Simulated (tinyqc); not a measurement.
Worked calculation: complex band structure along [001] in sp3s* tight binding. Values are carried at full precision from step to step, so a last printed digit may differ when a step is redone from the rounded ones.

For k = (0, 0, kz) the phase sums are g0 = cos(phi) and g3 = i sin(phi), phi = kz a/4, and the s, pz, s* orbitals of anion (a) and cation (c) decouple from px, py. With z = exp(i phi), H(z) = H0 + z T + T^T/z for any complex z. H0 is diagonal (Esa, Epa, Exa, Esc, Epc, Exc). The anion-cation block is B(z) = z U + W/z and the cation-anion block z W^T + U^T/z, where U has Vss/2 (s,s), Vsapc/2 (s,z), -Vscpa/2 (z,s), Vxx/2 (z,z), Vxapc/2 (s*,z), -Vpaxc/2 (z,s*), and W has the same values with the s-z and s*-z signs reversed. |z| = 1 is a band state, |z| < 1 decays along [001] as exp(-kappa d) over a distance d, kappa = -(4/a) ln|z|. No spin-orbit coupling.

Inputs chosen for the exercise (out of a larger set: near a published set for AlAs, fitted to gaps, whose masses and valley positions are rough (light masses up to twice too heavy); not measured data):
```
symbol  value                                                                                         unit      meaning
p       (-7.542, 0.983, -1.169, 3.566, 7.452, 6.68, -6.662, 1.871, 4.267, 5.144, 5.55, 4.509, 5.046)  eV        order Esa, Epa, Esc, Epc, Exa, Exc, Vss, Vxx, Vxy, Vsapc, Vscpa, Vxapc, Vpaxc
dE      0.54                                                                                          eV        E - Ev
a       5.661                                                                                         angstrom  lattice constant
```

## The layer matrices

Parameters in the order Esa, Epa, Esc, Epc, Exa, Exc, Vss, Vxx, Vxy, Vsapc, Vscpa, Vxapc, Vpaxc. Form H0 and T.

diagonal of H0 (eV): sa -7.5420, za 0.9830, s*a 7.4520, sc -1.1690, zc 3.5660, s*c 6.6800

T (eV):
```
          sa      za      s*a       sc      zc      s*c
sa    0.0000  0.0000   0.0000  -3.3310  2.5720   0.0000
za    0.0000  0.0000   0.0000  -2.7750  0.9355  -2.5230
s*a   0.0000  0.0000   0.0000   0.0000  2.2545   0.0000
sc   -3.3310  2.7750   0.0000   0.0000  0.0000   0.0000
zc   -2.5720  0.9355  -2.2545   0.0000  0.0000   0.0000
s*c   0.0000  2.5230   0.0000   0.0000  0.0000   0.0000
```

## Edges at Gamma

At z = 1 the levels follow from the blocks [[Esa, Vss], [Vss, Esc]] and [[Epa, Vxx], [Vxx, Epc]]: Ev is the lower p root, and the direct gap ends at the lower of the upper roots.

Ev = 0.0010 eV
EG (direct gap) = 3.0283 eV

## Complex wave vectors at one energy in the gap

Solve det(H0 - E + z T + T^T/z) = 0 with E = Ev + dE, as the linear problem [[0, 1], [-T^T, E - H0]] x = z [[1, 0], [0, T]] x. Roots come as z, -z, 1/z and conjugates; list those with 0 < |z| < 1 and Re z, Im z >= 0, by falling |z|. Re kz = arg(z)/(pi/2) in units of 2 pi/a, kappa = -(4/a) ln|z|.

Decaying roots:
```
Re z      Im z     |z|  Re kz (2 pi/a)  kappa (1/angstrom)
0.8251  0.0000  0.8251          0.0000              0.1358
0.1581  0.3915  0.4222          0.7557              0.6092
```

The slowest root has kappa = 0.1358 1/angstrom at Re kz = 0.000: a purely imaginary k at Gamma. The probability falls by exp(-2 kappa d), a factor 15.1 over 1 nm.

## The px, py block

For px and py the determinant gives (E - Epa)(E - Epc) = Vxx^2 cos^2(phi) + Vxy^2 sin^2(phi). With phi = i kappa a/4 this is sinh^2(kappa a/4) = ((E - Epa)(E - Epc) - Vxx^2)/(Vxx^2 - Vxy^2), E = Ev + dE. Parameters in the order Esa, Epa, Esc, Epc, Exa, Exc, Vss, Vxx, Vxy, Vsapc, Vscpa, Vxapc, Vpaxc.

sinh^2(kappa a/4) = 0.14713
kappa of the heavy-hole branch = 0.2648 1/angstrom

This branch decays faster than the slowest root of the s-pz block (0.1358), by a factor 1.95 in kappa.

## Checks

- Largest distance of a level of the 6 x 6 block at kz = 0.37 (2 pi/a) from a level of the full matrix, against zero (eV): both 0.000000.

tinyqc: `OMP_NUM_THREADS=1 python tinyqc.py 1450266 1450267 out.jsonl`; about 0.01 s, one thread, shared Intel(R) Xeon(R) Processor @ 2.30GHz.
